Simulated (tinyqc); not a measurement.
## Effect of surface-potential fluctuations

The band bending varies over the area as a Gaussian of deviation ss (in units of Vt), so Gp/w = q Dit times the Gaussian mean of ln(1 + y^2)/(2 y), y = x exp(-u), u of deviation ss, x = w tau at the mean bending. Listed: the x of the peak, its height over q Dit, the Dit that the rule Gp/w = 0.40237 q Dit would give, and Gp/w at five times the peak frequency over the peak.

Parameters, values chosen for the exercise:
- Dit = 7.5e10 cm^-2 eV^-1 (interface trap density)

Constants: q = 1.602176634e-19 C. Results are converted to the units shown.

Effect of surface-potential fluctuations:
```
ss	x at the peak	height/(q Dit)	peak Gp/w (nF/cm^2)	apparent Dit (cm^-2 eV^-1)	ratio at 5 f_peak
0	1.980	0.4024	4.835	7.500e10	0.5767
0.36	2.035	0.3881	4.663	7.234e10	0.5939
0.71	2.139	0.3561	4.279	6.638e10	0.6400
1.07	2.240	0.3187	3.829	5.940e10	0.7001
1.43	2.325	0.2835	3.407	5.284e10	0.7566
1.79	2.393	0.2528	3.038	4.712e10	0.8032
2.14	2.445	0.2273	2.731	4.237e10	0.8391
2.5	2.489	0.2050	2.464	3.822e10	0.8679
```

The height falls from 0.402 to 0.205 and the ratio at five times the peak frequency rises from 0.577 to 0.868: the peak grows lower and wider, as patches with different time constants add. The uncorrected rule understates Dit by a factor of 1.96 in the last row; the width ratio gives ss and so the correction.

Numbers from tinyqc (`OMP_NUM_THREADS=1 python tinyqc.py 2030010 2030011 out.jsonl`; about 0.01 s on one thread of a shared Intel Xeon 2.30GHz).
